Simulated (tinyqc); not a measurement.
Dopants and charged point defects at anneal temperature: Fermi-level effect, clustering and pairing. Inputs raised by 2 %, one at a time. Computed by tinyqc, a small Python program. Command: `OMP_NUM_THREADS=1 python tinyqc.py 3025870 3025871 out.jsonl pairing sens`. One thread of a shared host (Intel(R) Xeon(R) Processor @ 2.30GHz), about 0.01 s of CPU time with the checks.

Boltzmann statistics and full ionisation of active dopants. Energies are counted from the valence band; the defect (a vacancy or self-interstitial) has five charge states, with all degeneracy factors one.

Inputs (values chosen for the exercise, with bands modelled on InP):
```
quantity,value,unit
gap at 0 K E_g0,1.45,eV
Varshni alpha,0.000367,eV/K
Varshni beta,162,K
electron mass m_e,0.0819,m_0
valleys M_c,1,-
hole mass m_h,0.618,m_0
anneal temperature T,980,K
total dopant density N,4.4e+18,cm^-3
formation enthalpy of the neutral defect H_f,2.43,eV
formation entropy S_f,3.2,k_B
site density N_s,2.5e+22,cm^-3
intrinsic dopant diffusivity D_i,1.5e-14,cm^2/s
anneal time t,20,s
pair binding energy E_b,0.71,eV
pair configurations Z,4,-
storage temperature T_2,300,K
impurity diffusion prefactor D_0,0.00046,cm^2/s
impurity migration energy E_m,0.74,eV
dielectric constant eps,12.8,-
active dopant density in the stored part N_2,2.9e+16,cm^-3
```

Dopant: donor. Second part: pairing with a mobile impurity.

defect levels as fractions of E_g(T): (2+/+), (+/0), (0/-), (-/2-): [0.039, 0.33, 0.58, 0.82]

Constants: m_0 = 9.1093837015e-31 kg; k_B = 1.380649e-23 J/K; h = 6.62607015e-34 J s; k_B = 8.617333262e-05 eV/K; e^2/(4 pi eps_0) = 14.39964548 eV angstrom.

Method:
- E_g = E_g0 - alpha T^2/(T + beta).
- N_c = 2 M_c (2 pi m_e k_B T/h^2)^(3/2) and N_v = 2 (2 pi m_h k_B T/h^2)^(3/2), masses in units of m_0.
- n_i = sqrt(N_c N_v) exp(-E_g/2 k_B T); E_i = E_g/2 + (k_B T/2) ln(N_v/N_c).
- No clustering: A = N.
- n = A/2 + sqrt(A^2/4 + n_i^2) for an active density A.
- chi = n/n_i (for acceptors n_i/p); E_F = E_i + k_B T ln chi; field enhancement h = 1 + A/sqrt(A^2 + 4 n_i^2).
- C_0 = N_s exp(S_f/k_B) exp(-H_f/k_B T). Ratios to the neutral state at E_F = E_i: r_+ = exp((E(+/0) - E_i)/k_B T), r_2+ = r_+ exp((E(2+/+) - E_i)/k_B T), r_- = exp((E_i - E(0/-))/k_B T), r_2- = r_- exp((E_i - E(-/2-))/k_B T); at other E_F state q scales as chi^(-q). The enhancement is sum r_q chi^(-q)/sum r_q. The charge on the defects is left out of neutrality.
- If every charge state of the defect carries the dopant equally well, D = D_i x enhancement x h x (active share A/N, a rough stand-in that overstates the dA/dN which immobile clusters call for), D_i being an input held fixed when T or H_f is moved; diffusion length 2 sqrt(D t).
- An oppositely charged mobile impurity (density M) pairs with the dopant: pairs/free = Z (N_2/N_s) exp(E_b/k_B T_2) for M << N_2; capture radius R = e^2/(4 pi eps eps_0 k_B T_2); D_m = D_0 exp(-E_m/k_B T_2); association rate 4 pi R D_m N_2; dissociation rate = association rate/(pairs/free); tau = 1/(sum of both).
- Trapping slows long-range motion to D_m/(1 + pairs/free).

Runs:
```
input moved,from,to,active density A (cm^-3),D/D_i,"all defects, doped (cm^-3)",paired share
base run,-,-,4.400e+18,4293,1.116e+15,1.0000
total dopant density N (cm^-3),4.4e+18,4.488e+18,4.488e+18,4461,1.160e+15,1.0000
formation enthalpy of the neutral defect H_f (eV),2.43,2.4786,4.400e+18,4293,6.276e+14,1.0000
intrinsic dopant diffusivity D_i (cm^2/s),1.5e-14,1.53e-14,4.400e+18,4293,1.116e+15,1.0000
anneal time t (s),20,20.4,4.400e+18,4293,1.116e+15,1.0000
active dopant density in the stored part N_2 (cm^-3),2.9e+16,2.958e+16,4.400e+18,4293,1.116e+15,1.0000
impurity migration energy E_m (eV),0.74,0.7548,4.400e+18,4293,1.116e+15,1.0000
storage temperature T_2 (K),300,306,4.400e+18,4293,1.116e+15,1.0000
```

Exponents ln(y'/y) / ln(x'/x):
```
input,active density A,D/D_i,"all defects, doped",paired share
total dopant density N,1,1.935,1.935,0
formation enthalpy of the neutral defect H_f,0,0.000,-29.061,0
intrinsic dopant diffusivity D_i,0,0.000,0.000,0
anneal time t,0,0.000,0.000,0
active dopant density in the stored part N_2,0,0.000,0.000,0
impurity migration energy E_m,0,0.000,0.000,0
storage temperature T_2,0,0.000,0.000,0
```

Among the inputs moved here: active density A answers most in size to total dopant density N (exponent +1.000); its exponent is below 0.0005 for formation enthalpy of the neutral defect H_f, intrinsic dopant diffusivity D_i, anneal time t, active dopant density in the stored part N_2, impurity migration energy E_m, storage temperature T_2. Its exponent +1.000 in total dopant density N: no clustering. D/D_i answers most in size to total dopant density N (exponent +1.935); its exponent is below 0.0005 for formation enthalpy of the neutral defect H_f, intrinsic dopant diffusivity D_i, anneal time t, active dopant density in the stored part N_2, impurity migration energy E_m, storage temperature T_2. all defects, doped answers most in size to formation enthalpy of the neutral defect H_f (exponent -29.061), next to total dopant density N (+1.935); its exponent is below 0.0005 for intrinsic dopant diffusivity D_i, anneal time t, active dopant density in the stored part N_2, impurity migration energy E_m, storage temperature T_2. Paired share hardly depends on these (all exponents below 0.005).

Caution (all rows): the carrier density exceeds the effective density of states, where Boltzmann statistics understate the shift of E_F and so the density of charged defects (gap narrowing, also left out, works the other way). Caution (all rows): so large an enhancement assumes that highly charged defects carry the dopant as well as neutral ones; measured enhancements are far smaller.
